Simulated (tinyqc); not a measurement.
## Ballast resistance and gain from the on-state line

Problem. At high current V = BV (1 + be)^(-1/n) + I Ro. Find Ro, the intercept and be.

Inputs (values chosen for the exercise): junction breakdown voltage BV = 10.2 V; exponent of the multiplication n = 4.

V at I = 5.3 and 10.6 mA/um (V): [7.2563428, 8.8463428]

Solution. The slope is Ro; the intercept over BV is (1 + be)^(-1/n).

Ro = 300.0 ohm um
intercept = 5.666 V
be = 9.500

Computed by the program tinyqc: `OMP_NUM_THREADS=1 python tinyqc.py 2670033 2670034 out.jsonl`, one thread of a shared Intel Xeon 2.30GHz, about 0.01 s for the whole run.
